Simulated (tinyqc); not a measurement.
Worked calculation: Holstein polaron on two sites. Computed by tinyqc, a small Python program that keeps every step. Command: `OMP_NUM_THREADS=1 python tinyqc.py 3013694 3013695 out.jsonl holstein walk`. One thread of a shared host (Intel(R) Xeon(R) Processor @ 2.30GHz), about 0.01 s of CPU time with the checks. Intermediate numbers are printed to about 6 digits and carried at full precision; extremes and crossings named in words are read from the listed rows.

One electron on sites 1 and 2: H = -t (c1+ c2 + c2+ c1) + hbar omega sum_i b_i+ b_i - g hbar omega sum_i n_i (b_i + b_i+). The symmetric phonon shifts the energy by -g^2 hbar omega/2 and drops out; with b = (b_1 - b_2)/sqrt(2) there remains H = -t sigma_x + hbar omega b+ b - (g hbar omega/sqrt(2)) sigma_z (b + b+). Parity splits it into blocks p = +1 and -1 over phonon numbers n. Zero-point energies are left out. Weights Z refer to mode b alone; the displaced symmetric mode multiplies the full zero-phonon weight by exp(-g^2/2).

Inputs (values chosen for the exercise, for a model dimer):
```
quantity,value,unit
hopping t,9.6,meV
phonon energy hbar omega,42.4,meV
coupling g,1.06,-
phonon levels kept N,5,-
```

## Energy scales

Polaron binding energy E_p = g^2 hbar omega; ratio E_p/t (the adiabatic potential has two wells when it exceeds 1); adiabaticity hbar omega/t.

E_p = 47.64064 meV

E_p/t = 4.96257

hbar omega/t = 4.41667

## The even block in a small basis

Block p: H_nn = n hbar omega - p t (-1)^n - g^2 hbar omega/2, H_(n,n+1) = -(g hbar omega/sqrt(2)) sqrt(n + 1). Take p = +1 and n = 0..N-1.

H, even block (meV), lower triangle (symmetric):
```
,1,2,3,4,5
1,-33.420
2,-31.780,28.180
3,0.000,-44.944,51.380
4,0.000,0.000,-55.045,112.980
5,0.000,0.000,0.000,-63.560,136.180
```

## Levels in the small basis

Diagonalise H; the eigenvector has its largest component positive; Z is the weight of n = 0.

levels (meV): [-51.707, -7.924, 50.491, 105.142, 199.297]

lowest eigenvector: [0.831271, 0.478321, 0.262405, 0.100877, 0.034126]

Z in the small basis = 0.691011

## Converged results

Use 60 levels in both blocks; Z = c_0^2 is the weight of n = 0 in the ground state c; the splitting is the lowest odd level less the lowest even one, which without coupling is the smaller of 2t and hbar omega; <sigma_x> = sum (-1)^n c_n^2 measures the kinetic energy.

ground-state energy = -51.7374 meV

weight Z of n = 0 in mode b = 0.689060

mean phonon number in b = 0.407382

splitting = 6.13193 meV

splitting/(2t) = 0.319372

<sigma_x> = 0.520457

The small basis misses the ground-state energy by 0.0304 meV.

## Approximations to the ground state

Second order: E = -t - E_p/2 - (E_p/2) hbar omega/(hbar omega + 2t). Lang-Firsov: E = -E_p - t exp(-g^2). Variable displacement: E(x) = -E_p/2 - t exp(-g^2 x^2) - (E_p/2)(2x - x^2), minimised over 0 <= x <= 1. Adiabatic, classical lattice: E = -E_p/2 - t for E_p < t, else -E_p - t^2/(2 E_p); it leaves out the change of zero-point energy.

Ground-state energy (meV):
```
method,E,E - exact
second order in g,-49.8161,1.92124
Lang-Firsov,-50.7617,0.97570
variable displacement,-51.3795,0.35787
"adiabatic, classical",-48.6079,3.12949
```

best displacement x = 0.82626

Closest here is variable displacement (+0.36 meV), furthest adiabatic, classical (+3.13 meV), at hbar omega/t = 4.42 and E_p/t = 4.96. Lang-Firsov and variable displacement are variational and lie above the exact value. The Lang-Firsov narrowing exp(-g^2) = 0.325 compares with the exact splitting ratio 0.319.

Checks made by the program: 60 against 80 levels (relative difference below 1e-10); Hellmann-Feynman: dE/dt = -<sigma_x> (relative difference 2e-10).
